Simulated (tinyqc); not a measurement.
Shallow acceptor in the spherical four-band model: sweeps and comparisons. A value that a table varies takes the place of the one given here.

The ground state 1S3/2 has an L = 0 part f(r) and an L = 2 part g(r). In units of Ry* and a*, with Gaussians f_i = exp(-a_i r^2), g_i = r^2 exp(-a_i r^2), A = a_i + a_j and I(n) = Gamma((n + 1)/2)/(2 A^((n + 1)/2)): S_ff = I(2), S_gg = I(6), H_ff = (6 a_i a_j/A) I(2) - 2 I(1), H_gg = (14 a_i a_j/A) I(6) - 2 I(5), H_fg = -mu [15 I(2) - 20 a_j I(4) + 4 a_j^2 I(6)]; each function is then normalised. The split-off band is left out.

Converged values use 22 exponents 2.2^i, i = -7 to 14, for f and for g.

Units Ry* = Ry/(g1 eps^2) and a* = a0 eps g1; mu = (6 g3 + 4 g2)/(5 g1) is the spherical heavy-light coupling and delta = (g3 - g2)/g1 the cubic term, which is left out.

Constants: Ry = 13.60569312 eV; a0 (Bohr radius) = 0.5291772105 angstrom.

Values chosen for the exercise (near those of a shallow acceptor in Si, where the small spin-orbit splitting and strong warping make this model rough; not measured data): mus = (0.12, 0.36, 0.47, 0.62, 0.72, 0.83, 0.92) (couplings); rc = 1.5 angstrom (radius of the central cell); Vs = (2, 0, -0.5, -1.5, -2.5, -3.5) eV (central-cell strengths); g1 = 4.29 (Luttinger gamma1); g2 = 0.34 (gamma2); g3 = 1.44 (gamma3); eps = 11.6 (dielectric constant).

## Strength of the heavy-light coupling

Ry* = 23.5693 meV

Converged values in Ry* and a*; the heavy-mass hydrogen model gives 1/(1 - mu).

Results:
```
mu    binding (Ry*)  1/(1 - mu)  ratio  L = 2 weight  <r> (a*)  binding (meV)
0.12          1.013       1.136  0.892         0.006     1.484           23.9
0.36          1.134       1.562  0.725         0.056     1.349           26.7
0.47          1.254       1.887  0.665         0.097     1.237           29.6
0.62          1.558       2.632  0.592         0.172     1.022           36.7
0.72          1.960       3.571  0.549         0.237     0.832           46.2
0.83          2.966       5.882  0.504         0.324     0.568           69.9
0.92          5.863      12.500  0.469         0.408     0.298          138.2
```

The binding starts as 1 + O(mu^2), 1.013 at mu = 0.12, since the coupling enters in second order, and reaches 5.86 at mu = 0.92. The ratio to the heavy-mass model falls from 0.89 to 0.47, towards about 0.44 as mu goes to 1: the bound hole is only partly heavy. The L = 2 weight grows to 0.41 and the radius shrinks by a factor 5.0.

## Central-cell correction

mu = 0.46620
a* = 26.334 angstrom

A short-range term V exp(-r^2/rc^2) is added (negative: attracts the hole); its elements are V S (A/(A + 1/rc^2))^(3/2) for f and ^(7/2) for g, in the same units.

Results:
```
V (eV)  1S binding (meV)  2S binding (meV)  <r> (angstrom)  L = 2 weight
2.0                 28.5              7.90            33.8         0.094
0.0                 29.4              8.02            32.7         0.095
-0.5                29.7              8.06            32.4         0.095
-1.5                30.4              8.15            31.6         0.096
-2.5                31.3              8.25            30.8         0.097
-3.5                32.4              8.38            29.8         0.097
```

From V = 0 to -3.5 eV the 1S binding grows by 2.9 meV (10 %) and the 2S binding by 0.35 meV, so the chemical shift sits mainly in the ground state. A repulsion of 2 eV removes 1.0 meV. The slope is 1.08 meV per eV over the last step against 0.49 on the repulsive side, since attraction pulls the state into the cell; over this range the level stays shallow.

## What each parameter does

Converged values. Each row changes one parameter from the base and keeps the others.

Results:
```
case           mu  Ry* (meV)  binding (meV)  <r> (angstrom)
base        0.466      23.57          29.43            32.7
g1 = 4.63   0.432      21.84          26.33            36.4
g2 = 0.29   0.457      23.57          29.14            33.0
g3 = 1.32   0.433      23.57          28.43            33.7
eps = 12.5  0.466      20.30          25.35            35.2
```

The largest shifts from the base row, up to three for each result and ties (the steps differ in size, so this ranks the rows, not the parameters). mu: g1 -0.034, g3 -0.034, g2 -0.009; unchanged at the printed digits by eps. Ry* (meV): eps -3.27, g1 -1.73; unchanged at the printed digits by g2 and g3. binding (meV): eps -4.09, g1 -3.10, g3 -1.00. <r> (angstrom): g1 +3.7, eps +2.5, g3 +1.0. g1 acts twice: it lowers Ry* and it lowers mu.

(tinyqc, `OMP_NUM_THREADS=1 python tinyqc.py 1280676 1280677 out.jsonl`, Intel(R) Xeon(R) Processor @ 2.30GHz, 1 thread, shared host, about 0.03 s.)
